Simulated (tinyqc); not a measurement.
The bottom gap that matches the currents.

Inverse problem. Photon flux above E from a black body at temperature T into a hemisphere: Phi(E, T) = A sum_k exp(-k E/th)[E^2 th/k + 2 E th^2/k^2 + 2 th^3/k^3], k = 1, 2, ..., with th = kB T/q in eV and A = 2 pi q^3/(h^3 c^2). In a two-junction cell the top cell (gap E1) absorbs every photon above E1 and the bottom cell (gap E2) every photon between E2 and E1, one electron each; the sun fills the share fs X of the hemisphere. The currents match when Phi(E2, Ts) = 2 Phi(E1, Ts). Find E2 and the matched current q fs X Phi(E1, Ts).

Inputs (values chosen for the exercise): temperature of the black-body sun Ts = 5800 K; share of the hemisphere filled by the sun fs = 2.16e-5; concentration X = 1.

Constants: q = 1.602176634e-19 C, kB = 1.380649e-23 J/K, h = 6.62607015e-34 J s, c = 299792458 m/s. Results are converted to the units shown.

E1 = 1.6285044 eV

Answer. Phi falls steadily with energy, so the condition has one root below E1.

E2 = 0.9400 eV
matched current = 31.88 mA/cm^2

tinyqc, about 0.01 s, one thread, Intel Xeon 2.30GHz (shared host): `OMP_NUM_THREADS=1 python tinyqc.py 2820024 2820025 out.jsonl`
